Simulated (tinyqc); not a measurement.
Rapid thermal processing of a wafer: radiative balance, ramp and cooling, pattern effects, pyrometer error and spike budget: one step, computed by the program tinyqc.

The wafer is opaque and uniform through its thickness unless said otherwise; temperatures in formulas are in kelvin (C + 273.15). sigma = 5.670374419e-12 W/(cm^2 K^4).

Question. Power to hold and to ramp. Effective emissivity between parallel grey plates: eps_eff = 1/(1/eps + 1/(1 - r) - 1). Loss per area q(T) = 2 eps_eff sigma (T^4 - T_w^4) + h (T - T_w). Absorbed power during a ramp = q(T) + C d x ramp rate; thermal time constant tau = C d/(dq/dT), dq/dT = 8 eps_eff sigma T^3 + h; natural cooling rate q/(C d); front-to-back difference under one-sided heating at the end of the ramp = (absorbed power) d/(2 k).

Inputs (values chosen for the exercise, modelled on a hot silicon wafer):
```
quantity                                              value         unit
wafer thickness d                                       775   micrometre
heat capacity per volume C                             2.27   J/(cm^3 K)
thermal conductivity k                                 0.26     W/(cm K)
emissivity eps of each face                            0.71            -
reflectivity of the chamber walls r                    0.79            -
gas heat-transfer coefficient h, both faces together   0.63  mW/(cm^2 K)
wall temperature T_w                                    300            K
process temperature                                     677            C
ramp rate                                                47          K/s
```

Give: eps_eff; holding power q; power at the end of the ramp; dq/dT; time constant tau; natural cooling rate; front-to-back difference.

Answer.

eps_eff = 0.19341

holding power q = 2.1795 W/cm^2

power at the end of the ramp = 10.448 W/cm^2

dq/dT = 8.1559 mW/(cm^2 K)

time constant tau = 21.570 s

natural cooling rate = 12.389 K/s

front-to-back difference = 1.5572 K

Radiation carries 81 % of the loss. The ramp needs 4.8 times the holding power.
